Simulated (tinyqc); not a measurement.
Debye-Callaway model of lattice thermal conductivity. Inputs raised by 2 %, one at a time. Computed by tinyqc, a small Python program. Command: `OMP_NUM_THREADS=1 python tinyqc.py 3014095 3014096 out.jsonl callaway sens`. One thread of a shared host (Intel(R) Xeon(R) Processor @ 2.30GHz), about 0.03 s of CPU time with the checks.

Three acoustic branches with one velocity v, cut at omega_D = k_B Theta/hbar; x = hbar omega/(k_B T). v and Theta are separate inputs: Theta cuts off the heat-carrying modes, so C need not reach 3 k_B/V. gamma is an effective value that sets the umklapp rate.

Inputs (values chosen for the exercise, for a model crystal): sound velocity v = 3320 m/s; Debye temperature Theta = 455 K; volume per atom V = 9.25 angstrom^3; mean atomic mass M = 142 u; effective Grueneisen parameter gamma = 1.54; umklapp exponent divisor b = 2; vacancy fraction n_v = 1.6e-05; Casimir length L = 960 micrometre; temperature T = 77 K; probe frequency omega/omega_D = 0.69.

Sample: crystal. Point defects: vacancies. Normal processes: left out.

Constants: k_B = 1.380649e-23 J/K; hbar = 1.054571817e-34 J s; u = 1.6605390666e-27 kg.

Method:
- A vacancy counts as a mass defect Delta M/M = -3 (the missing mass and twice its bonds), so Gamma = 9 n_v. A = V Gamma/(4 pi v^3).
- Rates: point defects A omega^4; umklapp B omega^2 T exp(-Theta/(b T)) with B = hbar gamma^2/(M v^2 Theta). Boundaries: v/L.
- The resistive time is tau_R = 1/(boundary + point-defect + umklapp rates), and the free path is v tau_R.
- kappa_1 = c int tau_C g dx, g = x^4 e^x/(e^x - 1)^2, c = (k_B/(2 pi^2 v)) (k_B T/hbar)^3, over 0 < x < min(Theta/T, 40), by 96 Gauss-Legendre points in s with x = x_max s^2; tau_C = tau_R, the inverse of the summed rates, and kappa = kappa_1.
- Heat capacity C = 3 c int g dx / v^2; grey free path 3 kappa/(C v); the median free path v tau_C halves kappa_1 when the quadrature points are ordered by free path (each counted at half its weight, interpolated in the logarithm); likewise at 10 % and 90 %.

Runs:
```
input moved                           from      to  heat capacity C (J/(m^3 K))  grey free path (nm)  median free path (nm)  free path (nm)
base run                                 -       -                   1.1058e+06               2883.0                  20558          342.13
sound velocity v (m/s)                3320  3386.4                   1.0420e+06               3065.8                  21428          369.23
Debye temperature Theta (K)            455   464.1                   1.1285e+06               2956.9                  22318          321.39
volume per atom V (angstrom^3)        9.25   9.435                   1.1058e+06               2863.4                  20671          336.40
mean atomic mass M (u)                 142  144.84                   1.1058e+06               2916.1                  20995          343.12
effective Grueneisen parameter gamma  1.54  1.5708                   1.1058e+06               2817.5                  19707          340.10
Casimir length L (micrometre)          960   979.2                   1.1058e+06               2887.5                  20644          342.13
temperature T (K)                       77   78.54                   1.1490e+06               2675.1                  18562          338.09
```

Exponents ln(y'/y) / ln(x'/x):
```
input                                 heat capacity C  grey free path  median free path  free path
sound velocity v                               -3.000           3.103             2.092      3.850
Debye temperature Theta                         1.024           1.278             4.148     -3.158
volume per atom V                               0.000          -0.345             0.276     -0.853
mean atomic mass M                              0.000           0.576             1.063      0.146
effective Grueneisen parameter gamma            0.000          -1.160            -2.136     -0.300
Casimir length L                                0.000           0.079             0.210      0.000
temperature T                                   1.935          -3.780            -5.157     -0.599
```

To which inputs is each result most sensitive?

Among the inputs moved here: heat capacity C answers most in size to sound velocity v (exponent -3.000), next to temperature T (+1.935); its exponent is below 0.0005 for volume per atom V, mean atomic mass M, effective Grueneisen parameter gamma, Casimir length L. grey free path answers most in size to temperature T (exponent -3.780), next to sound velocity v (+3.103). Median free path answers most in size to temperature T (exponent -5.157), next to Debye temperature Theta (+4.148). Free path answers most in size to sound velocity v (exponent +3.850), next to Debye temperature Theta (-3.158); its exponent is below 0.0005 for Casimir length L.
